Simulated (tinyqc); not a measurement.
Inversion layer as a triangular well, valleys of the Ge type: one step. Fermi level and populations. Two cases, with inputs chosen for the exercise.

Question. Solve for EF; c = hbar^2/2m0. The mean distance is sum n_i <z>_i/Ns.

Subband i holds n_i = g m_d/(2 pi c) kB T ln(1 + exp((EF - E_i)/kB T)) (spin included), and EF is fixed by sum n_i = Ns over the levels listed or, where none are listed, over j = 0 to 9 of each group; 1e12/cm^2 = 1e-4/angstrom^2.

Constants: hbar^2/2m0 = 3.80998211 eV angstrom^2; kB = 8.617333262e-05 eV/K.

Give: EF; Populations; mean distance from the surface.

Case 1.

Values chosen (out of a larger set: near those of Ge; not measured data): Ns = 2.3 x 1e12/cm^2 (electron sheet density); T = 300 K (temperature).

Subbands:
```
label  valleys g  m_d (m0)    E (eV)  <z> (angstrom)
0              2  0.219830  0.099785         31.1750
0'             2  0.362668  0.139319         43.5266
1              2  0.219830  0.174464         54.5064
2              2  0.219830  0.235604         73.6080
1'             2  0.362668  0.243586         76.1019
3              2  0.219830  0.289640         90.4901
2'             2  0.362668  0.328950        102.7716
4              2  0.219830  0.339036        105.9226
5              2  0.219830  0.385064        120.3029
3'             2  0.362668  0.404395        126.3424
```

Answer.

EF = 0.0751 eV

Populations:
```
label  (EF - E)/kB T  n (1e12/cm^2)  share (%)
0              -0.95          1.548       67.3
0'             -2.48          0.628       27.3
1              -3.84          0.101        4.4
2              -6.21          0.010        0.4
1'             -6.52          0.012        0.5
3              -8.30          0.001        0.1
2'             -9.82          0.000        0.0
4             -10.21          0.000        0.0
5             -11.99          0.000        0.0
3'            -12.74          0.000        0.0
```

mean distance from the surface = 36.03 angstrom

The lowest subband holds 67.3 % of the electrons and is partly degenerate (EF within a few kB T of its edge).

Case 2.

Values chosen (out of a larger set: near those of Ge; not measured data): Ns = 8.1 x 1e12/cm^2 (electron sheet density); T = 300 K (temperature).

Subbands:
```
label  valleys g  m_d (m0)    E (eV)  <z> (angstrom)
0              4  0.297590  0.221575         28.5444
1              4  0.297590  0.387402         49.9070
2              4  0.297590  0.523165         67.3968
3              4  0.297590  0.643154         82.8544
4              4  0.297590  0.752839         96.9846
5              4  0.297590  0.855047        110.1515
6              4  0.297590  0.951474        122.5737
7              4  0.297590  1.043242        134.3957
8              4  0.297590  1.131137        145.7188
9              4  0.297590  1.215741        156.6179
```

Answer.

EF = 0.2181 eV

Populations:
```
label  (EF - E)/kB T  n (1e12/cm^2)  share (%)
0              -0.13          8.081       99.8
1              -6.55          0.018        0.2
2             -11.80          0.000        0.0
3             -16.44          0.000        0.0
4             -20.68          0.000        0.0
5             -24.64          0.000        0.0
6             -28.37          0.000        0.0
7             -31.92          0.000        0.0
8             -35.32          0.000        0.0
9             -38.59          0.000        0.0
```

mean distance from the surface = 28.59 angstrom

The lowest subband holds 99.8 % of the electrons and is partly degenerate (EF within a few kB T of its edge).

Computed by tinyqc, one run a case: `OMP_NUM_THREADS=1 python tinyqc.py N N+1 out.jsonl` with N = 1282222, 1282635; one thread of a shared Intel(R) Xeon(R) Processor @ 2.30GHz, about 0.03 s a run at most.
